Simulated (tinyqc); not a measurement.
Hubbard ring of 4 sites, step by step. Computed by tinyqc, a small Python program that keeps every step. Settings: hopping = 1.22, U = 1.8, mixing = 0.2, iteration cap = 69. Command: `OMP_NUM_THREADS=1 python tinyqc.py 22066 22067 out.jsonl` (the two numbers bound the seeds that draw the settings). One thread of a shared host (Intel(R) Xeon(R) Processor @ 2.60GHz), about 0.2 s of CPU time with the checks.

one-body matrix (hopping and site energies) (eV):
```
           1          2          3          4
1   0.000000  -1.220000   0.000000  -1.220000
2  -1.220000   0.000000  -1.220000   0.000000
3   0.000000  -1.220000   0.000000  -1.220000
4  -1.220000   0.000000  -1.220000   0.000000
```

U = 1.800000 eV

electrons, up and down: 2  2

n(up) at the start (a guess, not normalised): 1 0.800000, 2 0.200000, 3 0.800000, 4 0.200000

n(down) at the start (a guess): 1 0.200000, 2 0.800000, 3 0.200000, 4 0.800000

Each step fills the lowest levels of T + U n(other spin) and sets n(new) = n + mixing (n(out) - n); stop when output and input agree to 1e-8.

Course of the cycle:
```
iteration       E (eV)  largest |n(out) - n(in)|  mean |n_up - n_down|
1          -3.63019603                  4.02e-03              0.608041
2          -3.63020336                  3.35e-03              0.608318
3          -3.63020846                  2.80e-03              0.608548
4          -3.63021201                  2.34e-03              0.608740
5          -3.63021448                  1.95e-03              0.608900
6          -3.63021620                  1.63e-03              0.609034
7          -3.63021739                  1.36e-03              0.609145
8          -3.63021822                  1.13e-03              0.609238
9          -3.63021880                  9.44e-04              0.609315
10         -3.63021921                  7.87e-04              0.609380
11         -3.63021949                  6.57e-04              0.609434
...                ...                       ...                   ...
59         -3.63022013                  1.10e-07              0.609706
60         -3.63022013                  9.14e-08              0.609706
61         -3.63022013                  7.63e-08              0.609706
62         -3.63022013                  6.36e-08              0.609706
63         -3.63022013                  5.31e-08              0.609706
64         -3.63022013                  4.43e-08              0.609706
65         -3.63022013                  3.70e-08              0.609706
66         -3.63022013                  3.08e-08              0.609706
67         -3.63022013                  2.57e-08              0.609706
68         -3.63022013                  2.15e-08              0.609706
69         -3.63022013                  1.79e-08              0.609706
```

Can the last value be used, and what does the course show?

Not by the stop rule, although the second column moves by less than 1e-07 over the last three steps. Not converged within 69 iterations: the residual falls steadily but slowly, by a factor of about 0.83 a step. The lowest mean-field energy found from random starts is -3.63022 eV. Reruns (cap 100 unless said): mixing 0.5: converged in 26 (E = -3.63022); mixing 0.9: converged in 11 (E = -3.63022); the original settings with a cap of 400: converged in 73 (E = -3.63022).
